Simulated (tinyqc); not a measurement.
# Worked calculation: deep-level transient spectroscopy

Numbers from tinyqc (`OMP_NUM_THREADS=1 python tinyqc.py 2050009 2050010 out.jsonl`; about 0.01 s on one thread of a shared Intel Xeon 2.30GHz). Printed values are rounded.

Schottky contact on an n-type layer with shallow donors Nd (all ionised) and a donor-like deep trap, neutral when filled and positive when empty; depletion approximation. Traps within lam of the depletion edge stay filled. A long pulse to Vp fills the traps beyond x1 = Wp - lam; back at Vr those between x1 and x2 = Wr - lam emit. A rate window reads S = C(t2) - C(t1).

Values chosen for this exercise; material values close to those of 4H silicon carbide:
```
symbol,value,unit,meaning
eps_r,9.65,,relative permittivity
Nc,1.68e19,cm^-3,conduction-band density of states at 300 K
vth,2e7,cm/s,thermal velocity at 300 K
Nd,5.4e14,cm^-3,shallow donor density
Vbi,1.12,V,built-in voltage
Et,0.36,eV,depth of the trap below the conduction edge
sn,5.2e-14,cm^2,capture cross-section
Nt,1.8e13,cm^-3,trap density
Vr,6.8,V,reverse bias
Vp,0,V,reverse bias during the filling pulse
t1,10,ms,first sampling time
t2,50,ms,second sampling time
T,162,K,temperature of the transient
```

Constants: q = 1.602176634e-19 C, kB = 1.380649e-23 J/K, eps0 = 8.8541878128e-14 F/cm where lengths are in cm. Results are converted to the units shown.

## Emission rate and rate window

Emission rate en = sn vth(T) Nc(T) exp(-Et/kB T) = sn g T^2 exp(-Et/kB T), g = vth Nc/(300 K)^2, as vth goes as T^0.5 and Nc as T^1.5 (degeneracy factor 1). For an exponential transient S peaks where en = ew = ln(t2/t1)/(t2 - t1).

g = 3.73333e21 cm^-2 s^-1 K^-2
en = 32.1827 1/s
1/en = 31.0726 ms
ew = 40.2359 1/s

## Widths

lam = sqrt(2 eps0 eps_r (EF - ET)/(q Nd)), EF - ET = Et - (kB T/q) ln(Nc(T)/Nd), Nc(T) = Nc (T/300 K)^1.5. In the steady state at the band bending V, 2 eps0 eps_r V/q = Nd W^2 + Nt (W - lam)^2 (the second term only if W > lam). V = Vbi + Vr gives Wr and V = Vbi + Vp gives Wp; x1 = max(Wp - lam, 0).

lam = 671.779 nm
Wr = 3910.70 nm
Wp = 1480.00 nm
x1 = 808.222 nm
x2 = 3238.92 nm
G = (x2^2 - x1^2)/Wr^2 = 0.643236

The rule Nt = 2 Nd |dC|/C assumes G = 1 and would understate Nt by a factor of about 1/G = 1.55 here (the limit of small Nt/Nd).

## The transient

```
sample,t (ms)
0,0
1,5
2,10
3,30
4,50
5,100
6,250
```

W(t)^2 = Wr^2 + (Nt/Nd)(x2^2 - x1^2) exp(-en t), C = eps0 eps_r/W; for small Nt, dC/C = -(Nt/2 Nd) G exp(-en t) with G = (x2^2 - x1^2)/Wr^2. S = C(t2) - C(t1).

```
sample,C (nF/cm^2),C - C(final) (pF/cm^2)
0,2.16180,-23.0529
1,2.16518,-19.6725
2,2.16807,-16.7821
3,2.17598,-8.8652
4,2.18018,-4.6710
5,2.18391,-0.9369
6,2.18484,-0.0075
```

S = 12.1111 pF/cm^2

## Step 1: peak temperature

T at the start = 300 K

Fixed-point step for en(T) = ew: T(new) = (Et q/kB)/ln(sn g T^2/ew), g = vth Nc/(300 K)^2.

T after step 1 = 155.900 K

## Course of the iteration for the peak temperature

Start from 300 K; stop when T changes by less than 1e-8 K.

Course of the iteration:
```
step,T (K),change (K)
1,155.900,144
2,163.907,8.01
3,163.266,0.642
4,163.316,0.0501
5,163.312,3.92e-3
6,163.312,3.06e-4
7,163.312,2.39e-5
8,163.312,1.87e-6
9,163.312,1.46e-7
10,163.312,1.14e-8
11,163.312,8.94e-10
```

Converged in 11 steps; each multiplies the error by -2 kB T/Et = -0.078.
